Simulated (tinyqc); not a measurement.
Capture against temperature: configuration-coordinate model of carrier capture at a defect.

Two parabolas of equal curvature k in one coordinate Q: with the carrier free at the band edge, U_f = k Q^2/2; with the carrier trapped, U_t = k (Q - dQ)^2/2 - ET. ER = k dQ^2/2, Huang-Rhys factor S = ER/hw, hw = 0.0646541 sqrt(k/M) eV for k in eV/angstrom^2 and M in u. The curves cross at a height Eb = (ER - ET)^2/(4 ER) above the free minimum.

Multiphonon factor for giving p = ET/hw phonons to the lattice: W = exp(-S (2 nb + 1)) ((nb + 1)/nb)^(p/2) I_p(x), nb = 1/(exp(hw/kT) - 1), x = 2 S sqrt(nb (nb + 1)), I_p the modified Bessel function. Classical limit: W = hw exp(-Eb/kT)/sqrt(4 pi ER kT). At T = 0: exp(-S) S^p/Gamma(p + 1).

Constants: kB = 8.617333262e-05 eV/K.

Inputs chosen for the exercise (out of a larger set: of the size met at an oxide trap near a Si / SiO2 interface; not measured data): ET = 0.59 eV (thermal depth of the level below the band edge); ER = 1.58 eV (relaxation energy); hw = 0.04 eV (phonon energy of the mode).

The local activation energy is -d ln W/d(1/kT), by central differences with T changed by 1 %.

Against T:
```
T (K),kT/hw,log10 W,"log10 W, classical",activation energy (eV)
40,0.086,-5.424,-20.355,0.0000
60,0.129,-5.418,-13.930,0.0006
80,0.172,-5.380,-10.736,0.0041
120,0.259,-5.136,-7.567,0.0244
160,0.345,-4.752,-6.001,0.0511
220,0.474,-4.186,-4.738,0.0815
300,0.646,-3.621,-3.858,0.1029
400,0.862,-3.164,-3.270,0.1141
550,1.185,-2.763,-2.806,0.1181
```

log10 W at T = 0 = -5.425
Eb = 0.1551 eV

At 40 K log10 W is -5.42, against -5.42 at T = 0 and -20.4 classically; at 550 K the two forms differ by +0.04. The activation energy read from an Arrhenius plot goes from 0.000 eV at 40 K to 0.118 at 550 K, with its largest value 0.118 at 550 K, against Eb = 0.155 eV; the classical form itself gives Eb - kT/2. A measured slope therefore understates the barrier.

tinyqc: `OMP_NUM_THREADS=1 python tinyqc.py 1482873 1482874 out.jsonl`; about 0.01 s, one thread, shared Intel(R) Xeon(R) Processor @ 2.30GHz.
